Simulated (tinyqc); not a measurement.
Energy against buckling: buckled dimers of a reconstructed (001) surface, two dangling bonds a dimer.

In a dimer one atom moves up by z and the other down by z; the dangling bond of the up atom (more s-like) falls by gm z and that of the down atom rises by gm z. With all dimers tilted alike: H(k) = [[-gm z - 2 ta cos k, -tp - 2 tx cos k], [., gm z - 2 ta cos k]], k along the row in 1/a. Two electrons a dimer fill the lowest N of the 2N levels on the mesh k_j = (j + 1/2) pi/N. Total energy a dimer: W(z) = (2/N) sum of the filled levels + kf z^2. Repulsion between electrons is left out.

Parameters, chosen for this exercise (of the size met on Si(001); not measured data):
- tp = 0.21 eV (pi coupling inside a dimer)
- ta = 0.1 eV (coupling between like atoms along the row)
- tx = 0.02 eV (diagonal coupling along the row)
- gm = 2.33 eV/angstrom (shift of a dangling bond with height)
- kf = 10.2 eV/angstrom^2 (force constant of buckling)
- N = 8 (k points)

W relative to z = 0; gap as lowest upper less highest lower level on 201 points from 0 to pi.

Per dimer (eV):

| z (angstrom) | band energy | elastic | W | gap |
|---|---|---|---|---|
| 0.00 | 0.0000 | 0.0000 | 0.0000 | 0.0200 |
| 0.05 | -0.0611 | 0.0255 | -0.0356 | 0.0819 |
| 0.10 | -0.2088 | 0.1020 | -0.1068 | 0.2302 |
| 0.15 | -0.3969 | 0.2295 | -0.1674 | 0.4184 |
| 0.30 | -1.0407 | 0.9180 | -0.1227 | 1.0617 |
| 0.40 | -1.4915 | 1.6320 | 0.1405 | 1.5123 |
| 0.50 | -1.9482 | 2.5500 | 0.6018 | 1.9689 |
| 0.60 | -2.4079 | 3.6720 | 1.2641 | 2.4285 |

Give the missing row, z (angstrom) = 0.20.

Computed row:
```
z (angstrom)  band energy  elastic        W     gap
0.20              -0.6036   0.4080  -0.1956  0.6249
```

W is lowest at z = 0.2 among these rows (-0.1956 eV). The band energy falls as z^2 at first and linearly, as -2 gm z, once gm z is far above tp, so the elastic term always wins at large z. The gap is open at all z.

tinyqc: `OMP_NUM_THREADS=1 python tinyqc.py 1480194 1480195 out.jsonl`; about 0.02 s, one thread, shared Intel(R) Xeon(R) Processor @ 2.30GHz.
